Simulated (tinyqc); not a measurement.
What moves the results: five-level k.p model folded onto the conduction band. A value that a table varies takes the place of the one given here.

For k along z and one spin sector the level c couples to four states. With c0 = hbar^2/2m0, P = sqrt(Ep c0), P2 = sqrt(Ep2 c0): diagonal Eg + (1 + Cm) c0 k^2 for c, and 0, -Dso, E7 + D2, E7 for lh, so, G8 up, G7 up (their own dispersion is left out); couplings of c: sqrt(2/3) P k to lh, sqrt(1/3) P k to so, sqrt(2/3) P2 k to G8 up, sqrt(1/3) P2 k to G7 up (phases chosen real).

Expanding E = H_cc + S(E) about Eg in powers of k^2, with s_n = sum_j H_cj^2/(Eg - H_jj)^n: order k^2: e2 = (1 + Cm) c0 k^2 + s1; order k^4: e4 = -s2 e2; order k^6: e6 = s3 e2^2 + s2^2 e2.

Second-order sums for the lowest conduction level at E: 1/m = 1 + Cm + (Ep/3)(2/E + 1/(E + Dso)) - (Ep2/3)(2/(E7 + D2 - E) + 1/(E7 - E)); g/2 = 1 + Cg - (Ep/3)(1/E - 1/(E + Dso)) - (Ep2/3)(1/(E7 - E) - 1/(E7 + D2 - E)). E is counted from the top of the valence band; E = Eg at the edge.

Constants: hbar^2/2m0 = 3.80998211 eV angstrom^2.

Values chosen for the exercise (near those of CdTe; shifted at random, so the results belong to these values and not to a real crystal):
```
symbol  value  unit  meaning
Eg      1.63   eV    gap at Gamma to the s-like level
Dso     0.884  eV    spin-orbit splitting
Ep      19.3   eV    Kane energy
E7      5.4    eV    upper Gamma7 conduction level, from the valence top
D2      0.29   eV    its spin-orbit splitting, Gamma8 above Gamma7
Ep2     2.8    eV    Kane energy to the upper levels
Cm      -0.4         remote term in 1/m
Cg      -0.02        remote term in g/2
```

## How far the series holds

Energies from Eg; Pk/Eg measures the coupling.

Levels (eV):
```
k (1/angstrom)  Pk/Eg  to k^2   to k^4   to k^6   exact
0.0285          0.150  0.0320   0.0314   0.0314  0.0314
0.0652          0.343  0.1676   0.1512   0.1543  0.1537
0.1018          0.536  0.4085   0.3111   0.3562  0.3400
0.1385          0.729  0.7561   0.4223   0.7088  0.5647
0.1751          0.921  1.2085   0.3559   1.5256  0.8087
0.2118          1.114  1.7681  -0.0570   3.6066  1.0617
0.2485          1.307  2.4340  -1.0246   8.5322  1.3150
0.2851          1.500  3.2038  -2.7884  19.0057  1.5611
```

Within 2 % of the exact level stay: the k^2 term up to Pk/Eg = 0.15, the sum to k^4 up to Pk/Eg = 0.34, the sum to k^6 up to Pk/Eg = 0.34. In the last row the errors are +1643, -4350 and +17445 meV: higher orders make it worse, since the series in k^2 converges only for Pk below about Eg/2 in the two-level limit E = Eg/2 + sqrt(Eg^2/4 + P^2 k^2).

## Mass and g factor above the band edge

The sums are evaluated at E = Eg + dE, as is done for confined or hot electrons.

Results:
```
dE (meV)    m(E)    g(E)  m(E)/m(Eg)  1 + dE/Eg
0         0.0967  -0.851      1.0000     1.0000
20        0.0978  -0.796      1.0117     1.0123
50        0.0995  -0.717      1.0292     1.0307
100       0.1023  -0.592      1.0586     1.0613
150       0.1052  -0.477      1.0880     1.0920
200       0.1080  -0.369      1.1176     1.1227
300       0.1138  -0.176      1.1773     1.1840
```

Over 300 meV the mass grows by 17.7 %, against 18.4 % for two levels alone, and g moves from -0.851 to -0.176, towards the free value 2.

## Six materials (three-level Kane formulas for mass and g factor)

1/m = 1 + (Ep/3)(2/Eg + 1/(Eg + Dso)), g = 2 - (2 Ep/3)(1/Eg - 1/(Eg + Dso)). The inputs are values chosen for the exercise.

Results:
```
case         Eg (eV)  Dso (eV)  Ep (eV)  m (m0)        g   Eg/Ep
A near InAs    0.409     0.385     21.6  0.0221  -15.072  0.0189
B near InSb    0.238     0.814     23.7  0.0134  -49.368  0.0100
C near Ge      0.885     0.290     26.5  0.0351   -2.927  0.0334
D near InP     1.423     0.107     20.9  0.0652    1.315  0.0681
E near GaAs    1.543     0.345     26.2  0.0590   -0.069  0.0589
F near CdTe    1.619     0.902     19.0  0.0882   -0.799  0.0852
```

The mass follows the gap: m/(Eg/Ep) lies between 0.96 and 1.33, while m itself spans a factor of 6.6. The order by mass differs from the order by gap. g is negative for A, B, C, E and F; it needs Ep Dso > 3 Eg (Eg + Dso). Where g is small, two larger terms cancel: 5 % in Ep moves g by (2 - g)/20, and the levels left out move it by tenths. Remote bands, left out here, make real masses heavier, by up to a half in the wider-gap crystals. All rows are for the Gamma valley, which is not the lowest one in GaP and Ge.

## What each parameter does

Mass and g at E = Eg. Each row changes one parameter from the base and keeps the others.

Results:
```
case             m (m0)        g
base            0.09666  -0.8510
Eg = 1.467 eV   0.08751  -1.3705
Dso = 0.796 eV  0.09580  -0.6654
Ep = 21.23 eV   0.08779  -1.1286
E7 = 4.86 eV    0.09772  -0.8633
D2 = 0.319 eV   0.09663  -0.8543
Ep2 = 2.52 eV   0.09601  -0.8475
```

The largest shifts from the base row, up to three for each result and ties (the steps differ in size, so this ranks the rows, not the parameters). m (m0): Eg -0.00916, Ep -0.00887, E7 +0.00106. g: Eg -0.5195, Ep -0.2776, Dso +0.1856.

Program tinyqc; command `OMP_NUM_THREADS=1 python tinyqc.py 1051440 1051441 out.jsonl`; about 0.01 s on one thread of a shared Intel(R) Xeon(R) Processor @ 2.30GHz.
